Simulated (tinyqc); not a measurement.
ESD clamp with bipolar snapback, compact model and design window: two steps of the calculation.

The drain junction multiplies the current that enters it: Igen = (M - 1)(Ic + I0), M = 1/(1 - (Vj/BV)^n). The generated holes leave through the substrate resistance and the base of the parasitic npn: Igen = Vb/Rb + Ic/be, Ic = Is exp(Vb/Vt). Terminal current I = Ic + I0 + Igen and voltage V = Vj + I Ro, per width. Isothermal, constant gain.

Values chosen for this exercise; values close to those of grounded-gate n-channel clamps:
- T = 300 K (temperature)
- BV = 9.2 V (junction breakdown voltage)
- n = 3.5 (exponent of the multiplication)
- be = 10.4 (current gain of the parasitic npn)
- Is = 3.7e-17 A/um (saturation current)
- I0 = 2.2e-12 A/um (junction leakage)
- Rb = 10000 ohm um (substrate resistance)
- Ro = 290 ohm um (drain ballast and contact resistance)
- It2 = 10.2 mA/um (failure current for 100 ns)

Constants: q = 1.602176634e-19 C, kB = 1.380649e-23 J/K, Vt = kB T/q. Results are converted to the units shown.

Question 1. The snapback curve. For given Vb: Ic, Igen, M = 1 + Igen/(Ic + I0), Vj = BV (1 - 1/M)^(1/n), I and V.

Vb, point 0 to 8 (V): [0.05, 0.3, 0.453, 0.513, 0.563, 0.681, 0.789, 0.809, 0.839]

Find: Ic; M; Vj; I; V.

Answer 1.

Ic, point 0 to 8 (uA/um): [2.560e-10, 4.055e-6, 0.001508, 0.01535, 0.1062, 10.20, 665.0, 1441, 4600]
M, point 0 to 8: [2.272e6, 4.796e6, 3.001e4, 3342, 531.1, 7.774, 1.215, 1.152, 1.114]
Vj, point 0 to 8 (V): [9.200, 9.200, 9.200, 9.199, 9.195, 8.845, 5.608, 5.160, 4.801]
I, point 0 to 8 (uA/um): [5.000, 30.00, 45.30, 51.32, 56.42, 79.28, 807.8, 1661, 5126]
V, point 0 to 8 (V): [9.201, 9.209, 9.213, 9.214, 9.211, 8.868, 5.842, 5.642, 6.288]

V peaks at Vt1 = 9.214 V and falls to Vh = 5.642 V: once the npn supplies current, a small M feeds the base. At high current M tends to 1 + 1/be and Vj to BV (1 + be)^(-1/n) = 4.590 V.

Question 2. Base voltage at the failure current. I(Vb) = Ic (1 + 1/be) + I0 + Vb/Rb, I' = Ic (1 + 1/be)/Vt + 1/Rb; Newton steps on ln I: Vb(new) = Vb - ln(I/It2) I/I'. V follows from the introduction.

Vb after iteration 1 = 0.89036010 V

Find: I; V; I'; Vb after iteration 2.

Answer 2.

I = 36.86 mA/um
V = 15.31 V
I' = 1422 mS/um
Vb after iteration 2 = 0.8571 V

tinyqc, about 0.02 s, one thread, Intel Xeon 2.30GHz (shared host): `OMP_NUM_THREADS=1 python tinyqc.py 2670152 2670153 out.jsonl`
